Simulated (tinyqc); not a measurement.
Thickness: WKB tunnelling through a gate dielectric with a two-band (Franz) dispersion.

At depth x the conduction edge lies u(x) = phi - V x/t above the electron. Parabolic: kappa = sqrt(m u/c). Franz: kappa = sqrt(m u (1 - u/Eg)/c), which vanishes at both band edges. c = hbar^2/2m0. T = exp(-2 integral of kappa dx) over the region u > 0; no image force, no prefactor, zero transverse momentum. The region ends at x_e = min(t, phi t/V); x_e < t is the Fowler-Nordheim regime.

Constants: hbar^2/2m0 = 3.80998211 eV angstrom^2.

Parameters, chosen for this exercise (of the size used for HfO2 on silicon; the results hold for these values, not for the real material): Eg = 5.61 eV (gap of the dielectric); phi = 1.56 eV (barrier above the electron energy at the emitter); m = 0.22 m0 (mass at the conduction edge); V = 0.6 V (voltage across the layer).

The same voltage across layers of other thickness. The last column is the thickness that changes T by a factor of ten, ln(10)/(2 I/t).

Transmission:

| t (angstrom) | field (MV/cm) | T parabolic | T Franz | angstrom per decade, Franz |
|---|---|---|---|---|
| 8 | 7.50 | 0.0135 | 0.0227 | 4.866 |
| 10 | 6.00 | 0.00460 | 0.00881 | 4.866 |
| 12 | 5.00 | 0.00157 | 0.00342 | 4.866 |
| 15 | 4.00 | 0.000312 | 0.000827 | 4.866 |
| 20 | 3.00 | 2.12e-05 | 7.77e-05 | 4.866 |
| 30 | 2.00 | 9.73e-08 | 6.84e-07 | 4.866 |
| 40 | 1.50 | 4.48e-10 | 6.03e-09 | 4.866 |

Give the missing row, t (angstrom) = 25.

Computed row:
```
t (angstrom)  field (MV/cm)  T parabolic   T Franz  angstrom per decade, Franz
25                     2.40     1.43e-06  7.29e-06                       4.866
```

At fixed voltage the exponent is proportional to t: T falls tenfold for each 4.87 angstrom. The ratio of Franz to parabolic grows with t, from 1.68 at 8 to 13.5 at 40 angstrom. Fields above about 7 MV/cm (1 of the rows) are past breakdown; those rows are an exercise.

(tinyqc, `OMP_NUM_THREADS=1 python tinyqc.py 1482454 1482455 out.jsonl`, Intel(R) Xeon(R) Processor @ 2.30GHz, 1 thread, shared host, about 0.01 s.)
